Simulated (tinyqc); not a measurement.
Two-valley model of the transferred-electron effect: one step, computed by the program tinyqc.

Both kinds of valley share one electron temperature T_e, and each has a constant mobility.

Problem. Velocity. Density-of-states ratio R = Z (m2/m1)^(3/2); n2/n1 = R exp(-dE/(k_B T_e)); mean mobility mu = (mu1 + mu2 n2/n1)/(1 + n2/n1); energy balance e mu F^2 = (3/2) k_B (T_e - T)/tau_E; v = mu F.

Inputs (values chosen for the exercise, for a model semiconductor):
```
quantity                       value        unit
central-valley mass m1         0.083         m_0
satellite-valley mass m2        0.37         m_0
satellite valleys Z                3           -
valley separation dE             0.3          eV
central-valley mobility mu1     6900  cm^2/(V s)
satellite-valley mobility mu2     59  cm^2/(V s)
lattice temperature T            300           K
electric field F                  11       kV/cm
```

Solver: damped fixed point.

electron temperature T_e = 1014.534 K

Constants: k_B = 8.617333262e-05 eV/K.

Give: share in the satellites; mean mobility; drift velocity.

Solution.

share in the satellites = 47.73 %

mean mobility = 3635 cm^2/(V s)

drift velocity = 3.998 1e7 cm/s
